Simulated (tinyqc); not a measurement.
Keating valence-force model of a tetrahedral crystal: one step, computed by the program tinyqc.

Atom A sits at 0 and atom B at a/4 (1,1,1) of an fcc lattice; the four bonds from A are t = a/4 (1,1,1), a/4 (1,-1,-1), a/4 (-1,1,-1), a/4 (-1,-1,1), of length d = sqrt(3) a/4. Energy: E = (3 alpha/(8 d^2)) sum over bonds (r.r - d^2)^2 + (3 beta/(8 d^2)) sum over pairs of bonds at one atom (r_i.r_j + d^2/3)^2, with beta_A for the six pairs at A and beta_B for the six at B. The cell holds two atoms, Omega = a^3/4. 1 N/m = 1 J/m^2. With constants fitted to the elastic moduli this model puts optical and zone-boundary frequencies of real crystals too high, by up to about 20 % in elemental crystals and up to about 50 % in compounds, and mostly by more for TA modes; in compounds the lattice part of the static dielectric constant then comes out too low.

Problem. Elastic constants and internal strain. beta = (beta_A + beta_B)/2; C11 = (alpha + 3 beta)/a, C12 = (alpha - beta)/a, C44 = 4 alpha beta/(a (alpha + beta)); with the two sublattices clamped C44(0) = (alpha + beta)/a; internal-strain parameter zeta = (alpha - beta)/(alpha + beta); B = (C11 + 2 C12)/3.

Inputs (values chosen for the exercise, modelled on cubic gallium nitride):
```
quantity               value      unit
lattice constant a      4.52  angstrom
bond stretching alpha   78.1       N/m
bond bending beta_A     16.9       N/m
bond bending beta_B     16.9       N/m
```

Structure: zinc blende.

Give: C11; C12; C44; clamped C44(0); internal-strain parameter zeta; bulk modulus B.

Solution.

C11 = 285.0 GPa

C12 = 135.4 GPa

C44 = 123.0 GPa

clamped C44(0) = 210.2 GPa

internal-strain parameter zeta = 0.6442

bulk modulus B = 185.3 GPa

Letting the sublattices shift lowers C44 by 42 %, which is zeta^2. A shear is shared between bond lengths and angles. The model fixes 2 C44 (C11 + C12)/((C11 - C12)(C11 + 3 C12)) = 1.000 whatever alpha and beta are.
